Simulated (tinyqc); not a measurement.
Width of the inclusion: polytypes by hexagonality, and a cubic inclusion as a quantum well.

Gap: E3 + (E2 - E3) h. Valence top Ev2 h and polarisation P2 h, both counted from 3C; Ec = Ev + gap.

A cubic inclusion of width L = N d in the host (h = 1) is a well of depth V = Ec(host) - Ec(3C). Square well with mass mismatch: k tan(k L/2) = (m_w/m_b) q, k = sqrt(m_w E/c), q = sqrt(m_b (V - E)/c), c = hbar^2/2m0, lowest root. The depth of the level, V - E, is its binding, and the transition to the valence top of the host is gap(host) - (V - E). The step in polarisation gives a field |F| = |P|/(eps eps0) in a thin inclusion, eps0 = 8.8541878e-12 F/m.

Constants: hbar^2/2m0 = 3.80998211 eV angstrom^2.

Values chosen for the exercise (of the order of those of GaAs; shifted at random, so the results belong to these values and not to a real crystal): E3 = 1.523 eV (gap of the cubic polytype); E2 = 1.522 eV (gap of 2H); Ev2 = 0.119 eV (valence top of 2H above that of 3C); P2 = 0.0018 C/m^2 (spontaneous polarisation of 2H); m = (0.063, 0.067) m0 (electron mass along c in the cubic layer and in the host); d = 3.265 angstrom (thickness of a double layer); eps = 12.9 (dielectric constant).

Without the field: square well. With it, the potential inside is |F| (z - L/2), the host conduction edge lies at V - |F| L/2 on one side and V + |F| L/2 on the other, and the lowest level E_F is found by finite differences (step 0.25 angstrom, wide box, good to about 1 meV). Holes sit in the host on the high side, so the transition is gap(host) - V + E_F - |F| L/2. A dash: bound by less than 2 meV or not at all.

Results:
```
N   L (angstrom)  depth (eV)  transition (eV)  depth below the low side, with field (eV)  transition with field (eV)
2           6.53       0.003            1.519                                          -                           -
4          13.06       0.009            1.513                                          -                           -
6          19.59       0.019            1.503                                      0.006                       1.485
10         32.65       0.038            1.484                                      0.017                       1.454
15         48.98       0.059            1.463                                      0.027                       1.418
20         65.30       0.073            1.449                                      0.032                       1.387
30         97.95       0.090            1.432                                      0.035                       1.333
```

The square well binds a level even at N = 2 (3 meV), as any symmetric one-dimensional well does; the depth grows to 90 of 118 meV, and the transition tends to E3 - Ev(host) = 1.404 eV. With the field the level is bound by 2 meV or more for N = 6, 10, 15, 20 and 30, and the transition is lowered by 19 meV at N = 6 and 99 meV at N = 30, where |F| L/2 = 77 meV. Free carriers or surface charge screen the field and the step between the two sides; with the field removed every row returns to its square-well depth, and the attraction to the hole, left out here, binds the electron further.

Run: tinyqc, `OMP_NUM_THREADS=1 python tinyqc.py 1851031 1851032 out.jsonl`; Intel(R) Xeon(R) Processor @ 2.30GHz, one thread, shared host; about 0.08 s of CPU time with all checks.
